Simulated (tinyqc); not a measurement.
Lateral field, substrate current, probability of reaching the oxide barrier and hot-carrier lifetime of a silicon transistor (pseudo-two-dimensional and lucky-electron models): one step, computed by the program tinyqc. Command: `OMP_NUM_THREADS=1 python tinyqc.py 3013633 3013634 out.jsonl hotcar walk`. One thread of a shared host (Intel(R) Xeon(R) Processor @ 2.30GHz), about 0.01 s of CPU time with the checks.

Local-field models: a lucky carrier gains its energy at the peak field over a path free of collisions. Voltages are magnitudes.

Problem. Peak lateral field. C_ox = 3.9 eps_0/t; F_sat = 2 v_s/mu; V_Dsat = V_ov F_sat L/(V_ov + F_sat L), V_ov = V_G - V_T; I_D/W = C_ox v_s (V_ov - V_Dsat). Scale length l = 0.22 t^(1/3) x_j^(1/2) (all in cm); F_m = sqrt(((V_D - V_Dsat)/l_e)^2 + F_sat^2), with l_e = l; length of the velocity-saturated region l_e ln((V_D - V_Dsat)/(l_e F_sat) + F_m/F_sat).

Inputs (values chosen for the exercise, modelled on a silicon p-channel):
```
quantity                             value                      unit
channel length L                       220                        nm
oxide thickness t                      4.8                        nm
junction depth x_j                      44                        nm
mobility mu                            120                cm^2/(V s)
saturation velocity v_s               0.69                  1e7 cm/s
threshold voltage V_T                 0.49                         V
gate voltage V_G                       1.4                         V
drain voltage V_D                      2.7                         V
ionisation prefactor A_i           7.4e+06                      1/cm
ionisation field B_i                  3.56                     MV/cm
hot-carrier mean free path lambda      4.6                        nm
oxide barrier phi_b                    4.6                        eV
interface-trap threshold phi_it        4.7                        eV
lifetime constant H                      4  s microampere/micrometre
```

Drain: abrupt.

Constants: eps_0 = 8.8541878128e-12 F/m.

Give: scale length l; peak field F_m; velocity-saturated length; energy gained over one free path, e lambda F_m.

Solution.

scale length l = 36.13 nm

peak field F_m = 573.7 kV/cm

velocity-saturated length = 82.75 nm

energy gained over one free path, e lambda F_m = 0.2639 eV

Caution: the empirical formula for l was fitted to oxides of about 15 nm or more; for thinner ones it is an extrapolation. Caution: e V_D is below phi_b or phi_it, so the available energy, not the field, limits hot carriers, and the lucky-electron formulas overstate them.
